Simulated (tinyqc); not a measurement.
Interface traps from C-V curves, high-low and Terman methods: two steps of the calculation.

MOS capacitor on an n-type substrate; psi is the band bending, negative in depletion; only majority carriers are counted. At the bending psi the Fermi level lies y = xi - psi below the conduction edge at the surface, xi = Vt ln(Nc/Nd). Dit(y) = D0 + D1 exp(-y/E1); traps fill up to the Fermi level, follow the bias and a slow signal, and do not follow a fast one. V is the gate voltage from flat band.

Constants: q = 1.602176634e-19 C. Results are converted to the units shown.

Question 1. High-low extraction. q Dit = (1/C_LF - 1/Cox)^(-1) - (1/C_HF - 1/Cox)^(-1) at each point.

| point | C_HF (nF/cm^2) | C_LF (nF/cm^2) |
|---|---|---|
| 0 | 23.014060 | 26.742386 |
| 1 | 24.561910 | 28.391775 |
| 2 | 26.496127 | 30.498657 |
| 3 | 29.016765 | 33.293691 |
| 4 | 32.512357 | 37.195488 |
| 5 | 37.878790 | 43.093086 |
| 6 | 47.786081 | 53.445643 |
| 7 | 71.777063 | 76.698725 |

Cox = 172.65666 nF/cm^2

Give: Dit by high-low.

Answer 1.

| point | Dit by high-low (cm^-2 eV^-1) |
|---|---|
| 0 | 3.1770e10 |
| 1 | 3.3353e10 |
| 2 | 3.5842e10 |
| 3 | 3.9753e10 |
| 4 | 4.5899e10 |
| 5 | 5.5558e10 |
| 6 | 7.0740e10 |
| 7 | 9.4598e10 |

Question 2. Terman extraction. psi at each point follows from C_HF and the ideal curve. Dit = (Cox/q) d(V - V0)/dpsi by central differences over the two neighbours.

| point | psi (V) | V0 (V) | V (V) |
|---|---|---|---|
| 0 | -0.57000000 | -0.73869814 | -0.76609189 |
| 1 | -0.49314286 | -0.64957494 | -0.67465063 |
| 2 | -0.41628571 | -0.55940429 | -0.58201915 |
| 3 | -0.33942857 | -0.46786089 | -0.48779052 |
| 4 | -0.26257143 | -0.37440523 | -0.39129698 |
| 5 | -0.18571429 | -0.27801232 | -0.29131197 |
| 6 | -0.10885714 | -0.17622035 | -0.18505686 |
| 7 | -0.03200000 | -0.06020805 | -0.06321251 |

Cox = 172.65666 nF/cm^2

Find: Dit by Terman.

Answer 2.

| point | Dit by Terman (cm^-2 eV^-1) |
|---|---|
| 1 | 3.350e10 |
| 2 | 3.608e10 |
| 3 | 4.012e10 |
| 4 | 4.648e10 |
| 5 | 5.647e10 |
| 6 | 7.218e10 |

The differences overstate the curved tail; the largest error is 2.0 %, at point 6.

Program tinyqc, `OMP_NUM_THREADS=1 python tinyqc.py 2030110 2030111 out.jsonl`; Intel Xeon 2.30GHz, shared host, one thread, about 0.01 s.
